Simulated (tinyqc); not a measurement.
# Electron density from the centroid

Problem. In the Fang-Howard model the centroid is 3/b with b^3 = 6 (mz1/C) q (Nd + 11 Ns/32)/(eps0 eps_r), C = hbar^2/(2 m0), the field in eV/nm. Find b and Ns.

Inputs (values chosen for the exercise); masses and permittivity close to those of germanium (111):
```
symbol   value   unit                                     meaning
eps_r     16.2                              relative permittivity
mz1        1.6     m0  mass along z of valley set A (1 valley(s))
Nd      1.3e11  cm^-2           sheet density of depletion charge
```

Constants: q = 1.602176634e-19 C, hbar = 1.054571817e-34 J s, m0 = 9.1093837015e-31 kg, eps0 = 8.8541878128e-14 F/cm where lengths are in cm, hbar^2/(2 m0) = 0.0380998212 eV nm^2. Results are converted to the units shown.

centroid = 2.3769179 nm

Answer. b = 3/centroid gives Nd + 11 Ns/32, from which the depletion charge is taken off.

b = 1.26 1/nm
Ns = 1.70e12 cm^-2

Numbers from tinyqc (`OMP_NUM_THREADS=1 python tinyqc.py 2160168 2160169 out.jsonl`; about 1 s on one thread of a shared Intel Xeon 2.30GHz).
